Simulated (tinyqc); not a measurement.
Worked calculation: Born-Oppenheimer dynamics on the RHF/3-21g surface (energies and gradients from PySCF), for H3+, spin multiplicity 1. Computed by tinyqc, a small Python program that keeps every step (integrals from PySCF). Settings: charge = 1, multiplicity = 1, basis = 3-21g, time step (fs) = 0.5, steps = 24. Command: `OMP_NUM_THREADS=1 python tinyqc.py 26291 26292 out.jsonl` (the two numbers bound the seeds that draw the settings). One thread of a shared host (Intel(R) Xeon(R) Processor @ 2.60GHz), about 1 s of CPU time with the checks.

## Velocity Verlet step 1

positions (bohr), order 1H, 2H, 3H:
$$\begin{pmatrix}
0.064251 & -0.013228 & 0.011338 \\
-0.028346 & 0.028346 & 1.424853 \\
0.134171 & 0.478101 & -1.407846
\end{pmatrix}$$

velocities (bohr per atomic time unit), order 1H, 2H, 3H:
$$\begin{pmatrix}
0.000079667 & -0.000291667 & 0.000218333 \\
-0.000899333 & 0.000147333 & -0.000565667 \\
0.000819667 & 0.000144333 & 0.000347333
\end{pmatrix}$$

gradient (hartree/bohr), order 1H, 2H, 3H:
$$\begin{pmatrix}
-0.00209145 & 0.00756009 & 0.02747014 \\
0.00213337 & -0.00367163 & -0.03073989 \\
-0.00004191 & -0.00388846 & 0.00326975
\end{pmatrix}$$

masses (electron masses): 1H 1837.152588, 2H 1837.152588, 3H 1837.152588

gradient after step 1 (hartree/bohr), order 1H, 2H, 3H:
$$\begin{pmatrix}
-0.00280342 & 0.00840568 & 0.02998163 \\
0.00284287 & -0.00424707 & -0.03325812 \\
-0.00003945 & -0.00415861 & 0.00327649
\end{pmatrix}$$

dt = 0.5 fs = 20.6707 atomic units; x' = x + v dt - g dt^2 / (2m); after the new gradient g', v' = v - (g + g') dt / (2m).

positions after step 1 (bohr), order 1H, 2H, 3H:
$$\begin{pmatrix}
0.066141 & -0.020136 & 0.012657 \\
-0.047184 & 0.031818 & 1.416735 \\
0.151119 & 0.481536 & -1.401047
\end{pmatrix}$$

velocities after step 1 (bohr per atomic time unit), order 1H, 2H, 3H:
$$\begin{pmatrix}
0.000107204 & -0.000381486 & -0.000104875 \\
-0.000927328 & 0.000191882 & -0.000205631 \\
0.000820124 & 0.000189604 & 0.000310506
\end{pmatrix}$$

## Velocity Verlet step 2

gradient after step 2 (hartree/bohr), order 1H, 2H, 3H:
$$\begin{pmatrix}
-0.00300035 & 0.00969344 & 0.02585828 \\
0.00311646 & -0.00471594 & -0.03035073 \\
-0.00011611 & -0.00497750 & 0.00449245
\end{pmatrix}$$

As before.

positions after step 2 (bohr), order 1H, 2H, 3H:
$$\begin{pmatrix}
0.068683 & -0.028999 & 0.007003 \\
-0.066683 & 0.036279 & 1.416352 \\
0.168076 & 0.485939 & -1.395009
\end{pmatrix}$$

velocities after step 2 (bohr per atomic time unit), order 1H, 2H, 3H:
$$\begin{pmatrix}
0.000139854 & -0.000483307 & -0.000419016 \\
-0.000960854 & 0.000242305 & 0.000152216 \\
0.000821000 & 0.000241001 & 0.000266800
\end{pmatrix}$$

## Energy conservation

The total energy should stay constant up to terms of order dt^2; the step counts as short enough if it moves by less than 2 % of the largest kinetic energy.

Trajectory:
```
time (fs)  1H-2H (angstrom)  potential (hartree)  kinetic (hartree)  total (hartree)
0.000000           0.749926          -1.21603814         0.00193167      -1.21410647
0.500000           0.745929          -1.21585287         0.00175635      -1.21409652
1.000000           0.750024          -1.21616237         0.00205499      -1.21410738
1.500000           0.761400          -1.21680579         0.00267760      -1.21412819
2.000000           0.778045          -1.21746859         0.00332714      -1.21414145
2.500000           0.797357          -1.21793844         0.00379773      -1.21414071
3.000000           0.816805          -1.21820926         0.00407660      -1.21413266
3.500000           0.834387          -1.21839266         0.00426591      -1.21412675
4.000000           0.848833          -1.21858019         0.00445377      -1.21412641
4.500000           0.859576          -1.21878651         0.00465777      -1.21412875
5.000000           0.866593          -1.21898576         0.00485639      -1.21412936
5.500000           0.870204          -1.21917463         0.00504848      -1.21412615
6.000000           0.870912          -1.21940595         0.00528632      -1.21411963
6.500000           0.869288          -1.21978340         0.00567194      -1.21411145
7.000000           0.865915          -1.22043760         0.00633452      -1.21410308
7.500000           0.861365          -1.22150344         0.00740820      -1.21409524
8.000000           0.856191          -1.22310740         0.00901938      -1.21408803
8.500000           0.850922          -1.22536459         0.01128336      -1.21408122
9.000000           0.846050          -1.22838117         0.01430656      -1.21407461
9.500000           0.842022          -1.23225807         0.01818980      -1.21406827
10.000000          0.839224          -1.23709135         0.02302809      -1.21406327
10.500000          0.837983          -1.24295963         0.02889587      -1.21406375
11.000000          0.838598          -1.24986753         0.03578441      -1.21408312
11.500000          0.841386          -1.25755955         0.04340246      -1.21415709
12.000000          0.846764          -1.26503424         0.05067695      -1.21435729
```

The total energy moves within 2.9e-04 hartree, under 2 % of the largest kinetic energy.
